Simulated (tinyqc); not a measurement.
Semiconductor laser, carrier and photon rate equations: one step of the calculation.

Carrier density N and photon density S in one mode: dN/dt = F1 = eta I/(q V) - (A N + B N^2 + C N^3) - vg g S; dS/dt = F2 = G vg g S + G be B N^2 - S/tp, with g = g0 ln(N/Ntr)/(1 + ec S). Output power P = Fo Eph S V/(G tp). No heating, no carrier transport.

Problem. Power, relaxation frequency, damping and bandwidth. Jacobian, with a = g0/(N (1 + ec S)) and d = g/(1 + ec S): J11 = -(A + 2 B N + 3 C N^2) - vg a S, J12 = -vg d, J21 = G vg a S + 2 G be B N, J22 = G vg d - 1/tp. wR^2 = det J, gamma = -trace J, fR = wR/(2 pi); the response wR^2/(wR^2 - w^2 + i gamma w) falls to 1/sqrt(2) at w^2 = x + sqrt(x^2 + wR^4), x = wR^2 - gamma^2/2 (f3dB = w/(2 pi)).

Parameters, values chosen for the exercise: active volume V = 5.6e-11 cm^3; confinement factor G = 0.117; group velocity vg = 7.31e9 cm/s; gain coefficient g0 = 1900 1/cm; transparency density Ntr = 2.5e18 cm^-3; gain compression ec = 1.2e-17 cm^3; photon lifetime tp = 3.8 ps; defect recombination coefficient A = 2.7e8 1/s; radiative coefficient B = 7.2e-11 cm^3/s; Auger coefficient C = 2.1e-29 cm^6/s; share of spontaneous emission into the mode be = 0.00044; share of cavity losses that is output Fo = 0.66; photon energy Eph = 1.46 eV.

Constants: q = 1.602176634e-19 C. Results are converted to the units shown.

N = 2.956300708e18 cm^-3
S = 2.939832845e15 cm^-3

Find: P; fR; gamma; f3dB.

Solution.

P = 57.17 mW
fR = 9.445 GHz
gamma = 23.57 1/ns
f3dB = 14.26 GHz

Numbers from tinyqc (`OMP_NUM_THREADS=1 python tinyqc.py 2840046 2840047 out.jsonl`; about 0.01 s on one thread of a shared Intel Xeon 2.30GHz).
